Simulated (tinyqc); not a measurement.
# p-n heterojunction, non-linear Poisson equation by Newton steps, Boltzmann statistics: what changes with what

One dimension, material 1 (p-type) at x < 0 and material 2 (n-type) at x > 0. Band edges: Ec = -psi in material 1 and -psi + dEc in material 2, Ev = Ec - Eg. Flat quasi-Fermi levels: 0 for holes, +V for electrons. n = Nc F((EFn - Ec)/Vt), p = Nv F((Ev - EFp)/Vt), with F(eta) = exp(eta) (Boltzmann statistics); full ionisation, no interface charge, classical densities; the doping types are chosen for the exercise.

Parameters, values chosen for the exercise; band and dielectric values close to those of In0.53Ga0.47As and InP:
```
symbol,value,unit,meaning
T,300,K,temperature
Eg1,0.744,eV,band gap of material 1
er1,13.7,,relative permittivity of material 1
Nc1,2.14e17,cm^-3,conduction-band density of states of material 1
Nv1,7.57e18,cm^-3,valence-band density of states of material 1
Eg2,1.35,eV,band gap of material 2
er2,12.5,,relative permittivity of material 2
Nc2,5.74e17,cm^-3,conduction-band density of states of material 2
Nv2,1.1e19,cm^-3,valence-band density of states of material 2
dEc,0.25,eV,conduction-band offset Ec2 - Ec1
N1,2.4e16,cm^-3,acceptor density of material 1
N2,1.1e16,cm^-3,donor density of material 2
V,0.12,V,bias of side 1 against side 2
```

Constants: q = 1.602176634e-19 C, kB = 1.380649e-23 J/K, Vt = kB T/q, eps0 = 8.8541878128e-14 F/cm where lengths are in cm. Results are converted to the units shown.

Each table varies one quantity; the others keep the values above.

## Effect of the acceptor density of material 1

Exact first integral: on each side D^2/(2 eps0 er) = G, G = q [Vt (nI_j - nI_b) + Vt (pI_j - pI_b) - C (psi_j - psi_b)], with C = -N1 or +N2, b the neutral end of that side, and nI, pI the densities themselves. D is continuous, so er1 G1(psi_j) = er2 G2(psi_j) fixes psi_j. Ends from Nv1 F((-psi_L - Eg1)/Vt) = N1 and Nc2 F((V + psi_R - dEc)/Vt) = N2. D is counted positive when psi rises towards material 2. Depletion (Anderson) capacitance C^2 = q eps0 er1 er2 N1 N2/(2 (er1 N1 + er2 N2)(psi_R - psi_L)). -dD/dV is the change of the displacement at the interface with both quasi-Fermi levels flat; it is the terminal capacitance only while neither side holds an inversion layer. n_j and p_j are densities at the interface.

Results:
```
N1 (cm^-3),psi_R - psi_L (V),psi_j - psi_L (V),psi_R - psi_j (V),D/q (cm^-2),n_j in 1 (cm^-3),p_j in 2 (cm^-3),-dD/dV (nF/cm^2),depletion C (nF/cm^2)
1.2e15,0.5456,0.3587,0.1869,1.565e11,4.708e16,1721,1.600,13.82
2.8e15,0.5675,0.3689,0.1986,1.620e11,2.993e16,2707,4.918,19.36
6.6e15,0.5896,0.3431,0.2465,1.831e11,4.688e15,1.728e4,20.57,25.62
1.6e16,0.6125,0.2420,0.3705,2.289e11,3.873e13,2.092e6,32.64,31.28
8.7e16,0.6563,0.08760,0.5687,2.872e11,1.815e10,4.463e9,37.87,36.50
2e17,0.6778,0.05255,0.6253,3.018e11,2.035e9,3.982e10,38.13,37.01
4.8e17,0.7005,0.03171,0.6687,3.126e11,3.787e8,2.139e11,37.83,36.93
```

Estimate the missing row, N1 = 3.7e16 cm^-3.

Computed row:
```
N1 (cm^-3),psi_R - psi_L (V),psi_j - psi_L (V),psi_R - psi_j (V),D/q (cm^-2),n_j in 1 (cm^-3),p_j in 2 (cm^-3),-dD/dV (nF/cm^2),depletion C (nF/cm^2)
3.7e16,0.6342,0.1501,0.4841,2.639e11,4.785e11,1.693e8,36.27,34.78
```

With this row back in the table: As N1 goes from 1.2e15 to 4.8e17, the total bending rises from 0.546 to 0.700 V and the sheet charge D/q rises from 1.56e11 to 3.13e11 cm^-2; the share of the bending in material 1 falls from 65.7 to 4.53 %. The capacitance departs most from the depletion formula at N1 = 1.2e15, where it is 88 % below it, and there the electrons at the interface in material 1 outnumber its acceptors: an inversion layer has formed.

## Effect of the bias of side 1 against side 2

Same model as above.

Results:
```
V (V),psi_R - psi_L (V),psi_j - psi_L (V),psi_R - psi_j (V),D/q (cm^-2),n_j in 1 (cm^-3),p_j in 2 (cm^-3),-dD/dV (nF/cm^2),depletion C (nF/cm^2)
0.2,0.5430,0.1707,0.3723,2.295e11,3.612e13,4.952e7,37.36,35.59
-0.26,1.003,0.3064,0.6966,3.193e11,1.287e8,2.601e5,26.89,26.18
-1.17,1.913,0.5747,1.338,4.466e11,0.002139,8.079,19.22,18.96
-1.63,2.373,0.7103,1.663,4.988e11,7.606e-9,0.04253,17.21,17.02
-2.09,2.833,0.8460,1.987,5.459e11,2.705e-14,2.239e-4,15.72,15.58
-2.54,3.283,0.9787,2.304,5.884e11,1.264e-19,1.321e-6,14.59,14.47
-3,3.743,1.114,2.629,6.289e11,4.495e-25,6.952e-9,13.65,13.55
```

Estimate the missing row, V = -0.71 V.

Computed row:
```
V (V),psi_R - psi_L (V),psi_j - psi_L (V),psi_R - psi_j (V),D/q (cm^-2),n_j in 1 (cm^-3),p_j in 2 (cm^-3),-dD/dV (nF/cm^2),depletion C (nF/cm^2)
-0.71,1.453,0.4391,1.014,3.875e11,601.3,1535,22.15,21.76
```

With this row back in the table: As V goes from 0.2 to -3, the total bending rises from 0.543 to 3.74 V and the sheet charge D/q rises from 2.29e11 to 6.29e11 cm^-2; the share of the bending in material 1 falls from 31.4 to 29.8 %. The capacitance departs most from the depletion formula at V = 0.2, where it is 5.0 % above it.

tinyqc, about 0.02 s, one thread, Intel Xeon 2.30GHz (shared host): `OMP_NUM_THREADS=1 python tinyqc.py 2040077 2040078 out.jsonl`
